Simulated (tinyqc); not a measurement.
Inside a calculation. Method: tight binding, dimerised chain. One step of it, computed by the program tinyqc.

Problem. Open chain of 5 cells. The same hoppings without the wrap-around bond.

H of the open chain (eV), lower triangle:
```
            1          2          3          4          5          6          7          8
1    0.000000
2   -0.950000   0.000000
3    0.000000  -1.820000   0.000000
4    0.000000   0.000000  -0.950000   0.000000
5    0.000000   0.000000   0.000000  -1.820000   0.000000
6    0.000000   0.000000   0.000000   0.000000  -0.950000   0.000000
7    0.000000   0.000000   0.000000   0.000000   0.000000  -1.820000   0.000000
8    0.000000   0.000000   0.000000   0.000000   0.000000   0.000000  -0.950000   0.000000
9    0.000000   0.000000   0.000000   0.000000   0.000000   0.000000   0.000000  -1.820000
10   0.000000   0.000000   0.000000   0.000000   0.000000   0.000000   0.000000   0.000000

            9        10
9    0.000000
10  -0.950000  0.000000
```

Give: levels; weights of the highest filled level on the sites.

Solution.

levels (eV): -2.6629  -2.3520  -1.8691  -1.2817  -0.0516  0.0516  1.2817  1.8691  2.3520  2.6629

weights of the highest filled level on the sites: 0.3668  0.0011  0.0994  0.0064  0.0263  0.0263  0.0064  0.0994  0.0011  0.3668

The bulk gap runs from -0.8700 to 0.8700 eV; 2 level(s) of this chain lie inside it: end states, which need the weaker bond inside the cell and a chain longer than their decay length.
